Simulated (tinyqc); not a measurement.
Mass anisotropy: shallow donor in an anisotropic valley (effective-mass theory).

One valley: H = -c [(d2/dx2 + d2/dy2)/mt + (d2/dz2)/ml] - q/(eps r), c = hbar^2/2m0, q = e^2/(4 pi eps0). Trial function exp(-sqrt((x^2 + y^2)/a^2 + z^2/b^2)) with a > b: T = (c/3)(2/(mt a^2) + 1/(ml b^2)), V = -(q/eps) atan(u/b)/u, u = sqrt(a^2 - b^2). The central cell of the impurity is left out.

Constants: hbar^2/2m0 = 3.80998211 eV angstrom^2; e^2/(4 pi eps0) = 14.39964547 eV angstrom; Ry = 13.60569312 eV; a0 (Bohr radius) = 0.5291772105 angstrom.

Inputs chosen for the exercise (out of a larger set: near those of 3C SiC; not measured data): mt = 0.255 m0 (transverse mass); eps = 9.8 (dielectric constant); xs = (1.4, 2.3, 3.1, 4.9, 8.7, 21, 69, 170) (ratios ml/mt).

mt and eps fixed, ml varied. Energies in units of Ry*(mt) = Ry mt/eps^2 and lengths in a*(mt) = a0 eps/mt; the last two columns use one mass, 3/(1/ml + 2/mt) or (ml mt^2)^(1/3).

Results:
```
ml/mt   a/a*    b/a  binding  conductivity mass  density-of-states mass
1.40   0.932  0.887    1.115              1.105                   1.119
2.30   0.848  0.744    1.292              1.232                   1.320
3.10   0.804  0.670    1.401              1.292                   1.458
4.90   0.746  0.571    1.572              1.361                   1.698
8.70   0.686  0.468    1.787              1.418                   2.057
21.0   0.616  0.345    2.107              1.465                   2.759
69.0   0.551  0.230    2.496              1.489                   4.102
170    0.517  0.169    2.748              1.496                   5.540
```

What can be read from this table?

The binding grows from 1.11 to 2.75 Ry*(mt); for ml going to infinity the exact problem becomes two-dimensional, with 4 Ry*. The conductivity mass saturates at 1.5 and underbinds, by 13 % at ml/mt = 4.9; the density-of-states mass errs by +8 % there and by +102 % in the last row. With these mt and eps one unit is 36.13 meV.

Run: tinyqc, `OMP_NUM_THREADS=1 python tinyqc.py 1251855 1251856 out.jsonl`; Intel(R) Xeon(R) Processor @ 2.30GHz, one thread, shared host; about 0.01 s of CPU time with all checks.
